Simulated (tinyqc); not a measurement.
Plane-wave Kohn-Sham cycle with exchange-only LDA in a layered model solid, step by step. One step of it, computed by the program tinyqc.

Question. Iteration 1: potential. V_H(G) = 4 pi rho(G)/G^2 for G != 0 (uniform background); v_x = -(3 rho/pi)^(1/3); V = V_ext + V_H + v_x; Fourier components f(G_m) = (1/N) sum_j f(x_j) exp(-i G_m x_j).

A solid whose potential varies along x alone (atomic units):
```
parameter                      value
period a                   14.800000
cross-section of the cell  14.000000
electrons per cell                 2
grid points                       16
plane waves -n..n, n               2
k points                           1
V1 in V1 cos(2 pi x/a)     -0.720000
V2 in V2 cos(4 pi x/a)     -0.250000
```

density at the start, on the grid x_j = j a/N (e/bohr^3): 0.00965251  0.00965251  0.00965251  0.00965251  0.00965251  0.00965251  0.00965251  0.00965251  0.00965251  0.00965251  0.00965251  0.00965251  0.00965251  0.00965251  0.00965251  0.00965251

Give: Potentials on the grid; V(G_m), m = 0, 1, 2, ....

Answer.

Potentials on the grid (hartree):
```
x          V_ext     V_H      v_x        V
0.0000   -0.9700  0.0000  -0.2097  -1.1797
0.9250   -0.8420  0.0000  -0.2097  -1.0516
1.8500   -0.5091  0.0000  -0.2097  -0.7188
2.7750   -0.0988  0.0000  -0.2097  -0.3084
3.7000    0.2500  0.0000  -0.2097   0.0403
4.6250    0.4523  0.0000  -0.2097   0.2426
5.5500    0.5091  0.0000  -0.2097   0.2994
6.4750    0.4884  0.0000  -0.2097   0.2787
7.4000    0.4700  0.0000  -0.2097   0.2603
8.3250    0.4884  0.0000  -0.2097   0.2787
9.2500    0.5091  0.0000  -0.2097   0.2994
10.1750   0.4523  0.0000  -0.2097   0.2426
11.1000   0.2500  0.0000  -0.2097   0.0403
12.0250  -0.0988  0.0000  -0.2097  -0.3084
12.9500  -0.5091  0.0000  -0.2097  -0.7188
13.8750  -0.8420  0.0000  -0.2097  -1.0516
```

V(G_m), m = 0, 1, 2, ... (hartree): -0.2097  -0.3600  -0.1250  0.0000  0.0000
